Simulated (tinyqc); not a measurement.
Switching field against angle and time: single-domain magnet: Stoner-Wohlfarth switching, Neel-Arrhenius retention, LLG dynamics and spin torque. Computed by tinyqc, a small Python program. Command: `OMP_NUM_THREADS=1 python tinyqc.py 3010623 3010624 out.jsonl macro walk`. One thread of a shared host (Intel(R) Xeon(R) Processor @ 2.30GHz), about 0.02 s of CPU time with the checks.

The moment is uniform, with unit vector m; z is the easy axis. mu_0 = 1.25663706212e-6 T m/A, gamma = 1.76085963023e11 rad/(s T).

Inputs (values chosen for the exercise, for a model magnet):

| quantity | value | unit |
|---|---|---|
| saturation magnetisation M_s | 408 | kA/m |
| diameter d | 20 | nm |
| thickness t | 1.7 | nm |
| interface anisotropy K_i | 0.188 | mJ/m^2 |
| bulk anisotropy K_u | 7.8 | kJ/m^3 |
| exchange stiffness A | 12 | pJ/m |
| temperature T | 77 | K |
| attempt frequency f0 | 10 | GHz |
| waiting time t_w | 1e-08 | s |

Shape: thin disc, easy axis normal to it.

Constants: k_B = 1.380649e-23 J/K.

Method:
- The disc is treated as an oblate spheroid with p = t/d: N_z = [1 - p arccos(p)/sqrt(1 - p^2)]/(1 - p^2); V = pi d^2 t/4; K_eff = K_u + K_i/t + K_shape, K_shape = -(mu_0 M_s^2/4)(3 N_z - 1); mu_0 H_K = 2 K_eff/M_s.
- Delta = K_eff V/(k_B T); tau = exp(Delta)/f0; probability of a flip within t_w: P = 1 - exp(-t_w/tau). Wall width parameter sqrt(A/K_eff); a two-domain state costs 4 sqrt(A K_eff) times the cross-section that the wall cuts (d t).
- Energy over K_eff V: e(theta) = sin^2(theta) + 2 h cos(theta - psi) for m at the angle theta from +z and a field that points at psi from -z (it pulls m away from +z towards negative theta); h_sw = (cos^(2/3) psi + sin^(2/3) psi)^(-3/2).
- Switching field at T: the h at which the exact barrier equals ln(f0 t_w/ln 2) k_B T (0 if the zero-field barrier is lower). Sharrock form: h_sw [1 - (ln(f0 t_w/ln 2)/Delta)^(1/n)], n = 0.86 + 1.14 h_sw.

stability factor Delta = 16.4191

Fields over H_K:

| psi (degrees) | h_sw at T = 0 | thermal, exact barrier | thermal, Sharrock form |
|---|---|---|---|
| 1 | 0.90707 | 0.43756 | 0.42434 |
| 10 | 0.67381 | 0.36241 | 0.35032 |
| 20 | 0.57365 | 0.31772 | 0.31307 |
| 30 | 0.52402 | 0.29368 | 0.29317 |
| 45 | 0.50000 | 0.28166 | 0.28316 |
| 60 | 0.52402 | 0.29368 | 0.29317 |
| 75 | 0.61466 | 0.33669 | 0.32877 |
| 89 | 0.90707 | 0.43756 | 0.42434 |

What does the comparison show, and why?

At T = 0 the field is least at 45 degrees, H_K/2, and symmetric about it. Thermal help lowers it to 48 % at 1 degree and 56 % at 45 degrees; the Sharrock form misses the exact barrier by at most about 0.013 H_K, at psi = 1 (and its mirror angle). Caution: a flat cylinder has a smaller N_z than the spheroid of the same t/d, so K_eff of a real disc is larger.

Extremes, crossings and ranges named in words are read from the listed rows.
